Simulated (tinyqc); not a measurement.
Bias-temperature instability from a Gaussian distribution of capture and emission barriers: one step, computed by the program tinyqc. Command: `OMP_NUM_THREADS=1 python tinyqc.py 3027866 3027867 out.jsonl bti walk`. One thread of a shared host (Intel(R) Xeon(R) Processor @ 2.30GHz), about 0.01 s of CPU time with the checks.

Each trap has a capture time tau_0 exp(E_c/(k_B T)) under stress and an emission time tau_0 exp(E_e/(k_B T)) after it. E_c is Gaussian, and E_e = E_c + d with d Gaussian and independent. A trap counts as filled once t_s exceeds its capture time and as emptied once t_r exceeds its emission time.

Problem. Lifetime. Demarcation energies E_s = k_B T ln(t_s/tau_0), E_r = k_B T ln(t_r/tau_0); mean barrier mu = mu_c - k_F F; z = (E_s - mu)/sigma_c; Phi is the standard normal distribution. Temperatures in kelvin are T(C) + 273.15. Solve V_max Phi(z) = criterion for t_s; the power-law extrapolation from the stress point is t_s (criterion/dV0)^(1/n); 1 year = 3.15576e7 s.

Inputs (values chosen for the exercise, for a model p-channel transistor): shift with all traps filled V_max = 270 mV; spread of capture barriers sigma_c = 0.29 eV; time constant tau_0 = 5e-09 s; temperature T = 175 C; stress time t_s = 100 s; failure criterion = 20 mV.

mean barrier mu = 1.465 eV

shift without recovery dV0 = 7.876084 mV

time exponent n = 0.3034755

Constants: k_B = 8.617333262e-05 eV/K.

Give: log10 of the lifetime in s; log10 of the power-law estimate in s.

Solution.

log10 of the lifetime in s = 3.4579

log10 of the power-law estimate in s = 3.3336

The power law gives a time shorter by 0.12 decades, since n falls as traps fill; ten years is log10 = 8.50.
